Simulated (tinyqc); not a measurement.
Sp3 tight binding, zinc-blende lattice, step by step. Computed by tinyqc, a small Python program that keeps every step. Command: `OMP_NUM_THREADS=1 python tinyqc.py 31617 31618 out.jsonl` (the two numbers bound the seeds that draw the settings). One thread of a shared host (Intel(R) Xeon(R) Processor @ 2.60GHz), about 0.01 s of CPU time with the checks.

## Bloch Hamiltonian at k

Parameters chosen for this model: zinc-blende lattice, anion at 0, cation at a/4 (1,1,1); V = eta hbar^2 / (m d^2), hbar^2/m = 7.619964 eV angstrom^2:
```
parameter          value      unit
a               4.280000  angstrom
d               1.853294  angstrom
Es anion      -14.130000        eV
Ep anion       -5.510000        eV
Es cation     -14.130000        eV
Ep cation      -5.510000        eV
eta ss         -1.400000
eta sp          1.840000
eta pp sigma    3.240000
eta pp pi      -0.810000
V ss           -3.105933        eV
V sp            4.082084        eV
V pp sigma      7.188017        eV
V pp pi        -1.797004        eV
```

k point k (2 pi / a): [-0.770000, 0.160000, 0.540000]

Slater-Koster rules over the four bonds with direction cosines (l, m, n): ss V_ss; s-px l V_sp; px-s -l V_sp; px-px l^2 V_pps + (1 - l^2) V_ppp; px-py l m (V_pps - V_ppp); each times exp(i k.d).

H(k) at k (eV), order a s, a px, a py, a pz, c s, c px, c py, c pz:
```
[[-14.130000, 0.000000, 0.000000, 0.000000, -2.812897-2.167972i, -0.621618-5.648620i, 6.407101+0.548030i, 1.450319+2.421042i],
 [0.000000, -5.510000, 0.000000, 0.000000, 0.621618+5.648620i, 1.084975+0.836218i, 1.843063+3.076655i, 8.142133+0.696435i],
 [0.000000, 0.000000, -5.510000, 0.000000, -6.407101-0.548030i, 1.843063+3.076655i, 1.084975+0.836218i, -0.789951-7.178255i],
 [0.000000, 0.000000, 0.000000, -5.510000, -1.450319-2.421042i, 8.142133+0.696435i, -0.789951-7.178255i, 1.084975+0.836218i],
 [-2.812897+2.167972i, 0.621618-5.648620i, -6.407101+0.548030i, -1.450319+2.421042i, -14.130000, 0.000000, 0.000000, 0.000000],
 [-0.621618+5.648620i, 1.084975-0.836218i, 1.843063-3.076655i, 8.142133-0.696435i, 0.000000, -5.510000, 0.000000, 0.000000],
 [6.407101-0.548030i, 1.843063-3.076655i, 1.084975-0.836218i, -0.789951+7.178255i, 0.000000, 0.000000, -5.510000, 0.000000],
 [1.450319-2.421042i, 8.142133-0.696435i, -0.789951+7.178255i, 1.084975-0.836218i, 0.000000, 0.000000, 0.000000, -5.510000]]
```

## Levels at k

Diagonalise the Hermitian matrix.

eigenvalues (eV): [-21.772679, -19.720060, -16.845440, -15.763754, -0.958983, 1.970976, 4.811619, 6.958322]

weights |c|^2 of the basis functions, order a s, a px, a py, a pz, c s, c px, c py, c pz:
```
[[0.411765, 0.195062, 0.074757, 0.002927, 0.229913, 0.077130, 0.001392, 0.007054],
 [0.042347, 0.092912, 0.118340, 0.173451, 0.099406, 0.191573, 0.126865, 0.155106],
 [0.031891, 0.117008, 0.203809, 0.043095, 0.164956, 0.229275, 0.070057, 0.139910],
 [0.013997, 0.095019, 0.103093, 0.280528, 0.005725, 0.002022, 0.301685, 0.197931],
 [0.411765, 0.195062, 0.074757, 0.002927, 0.229913, 0.077130, 0.001392, 0.007054],
 [0.042347, 0.092912, 0.118340, 0.173451, 0.099406, 0.191573, 0.126865, 0.155106],
 [0.031891, 0.117008, 0.203809, 0.043095, 0.164956, 0.229275, 0.070057, 0.139910],
 [0.013997, 0.095019, 0.103093, 0.280528, 0.005725, 0.002022, 0.301685, 0.197931]]
```

## Bloch Hamiltonian at G

k point G (2 pi / a): [0, 0, 0]

As before.

H(k) at G (eV), order a s, a px, a py, a pz, c s, c px, c py, c pz:
```
[[-14.130000, 0.000000, 0.000000, 0.000000, -12.423734, 0.000000, 0.000000, 0.000000],
 [0.000000, -5.510000, 0.000000, 0.000000, 0.000000, 4.792012, 0.000000, 0.000000],
 [0.000000, 0.000000, -5.510000, 0.000000, 0.000000, 0.000000, 4.792012, 0.000000],
 [0.000000, 0.000000, 0.000000, -5.510000, 0.000000, 0.000000, 0.000000, 4.792012],
 [-12.423734, 0.000000, 0.000000, 0.000000, -14.130000, 0.000000, 0.000000, 0.000000],
 [0.000000, 4.792012, 0.000000, 0.000000, 0.000000, -5.510000, 0.000000, 0.000000],
 [0.000000, 0.000000, 4.792012, 0.000000, 0.000000, 0.000000, -5.510000, 0.000000],
 [0.000000, 0.000000, 0.000000, 4.792012, 0.000000, 0.000000, 0.000000, -5.510000]]
```

## Levels at G

As before.

eigenvalues (eV): [-26.553734, -10.302012, -10.302012, -10.302012, -1.706266, -0.717988, -0.717988, -0.717988]

## Bands along a path

The same steps at evenly spaced points between the labelled ones.

Bands along the path (eV):
```
k             band 1      band 2      band 3      band 4     band 5     band 6     band 7     band 8
L         -22.820227  -20.423869  -13.896020  -13.896020  -2.588288   2.876020   2.876020   6.552383
L-G 0.20  -23.656128  -19.199620  -13.621885  -13.621885  -2.477783   2.601885   2.601885   6.053531
L-G 0.40  -24.826174  -16.888518  -12.855896  -12.855896  -2.194385   1.835896   1.835896   4.629078
L-G 0.60  -25.757516  -14.181754  -11.781087  -11.781087  -1.860734   0.761087   0.761087   2.520005
L-G 0.80  -26.350133  -11.577933  -10.752713  -10.752713  -1.644187  -0.267287  -0.267287   0.292253
G         -26.553734  -10.302012  -10.302012  -10.302012  -1.706266  -0.717988  -0.717988  -0.717988
G-X 0.20  -26.280733  -11.381594  -11.381594  -11.040055  -1.341746  -0.617466   0.361594   0.361594
G-X 0.40  -25.469163  -13.548348  -13.548348  -12.876813  -0.588994  -0.345030   2.528348   2.528348
G-X 0.60  -24.144140  -15.603039  -15.603039  -15.240580   0.018327   0.086394   4.583039   4.583039
G-X 0.80  -22.355470  -17.757172  -16.999511  -16.999511   0.357138   0.475504   5.979511   5.979511
X         -20.185694  -20.185694  -17.490029  -17.490029   0.545694   0.545694   6.470029   6.470029
X-W 0.20  -20.185694  -20.185694  -17.490029  -17.490029   0.545694   0.545694   6.470029   6.470029
X-W 0.40  -20.185694  -20.185694  -17.490029  -17.490029   0.545694   0.545694   6.470029   6.470029
X-W 0.60  -20.185694  -20.185694  -17.490029  -17.490029   0.545694   0.545694   6.470029   6.470029
X-W 0.80  -20.185694  -20.185694  -17.490029  -17.490029   0.545694   0.545694   6.470029   6.470029
W         -20.185694  -20.185694  -17.490029  -17.490029   0.545694   0.545694   6.470029   6.470029
```

With 4 band(s) filled, the highest filled level on these points lies at G and the lowest empty one at L: a gap of 7.7137 eV, indirect.
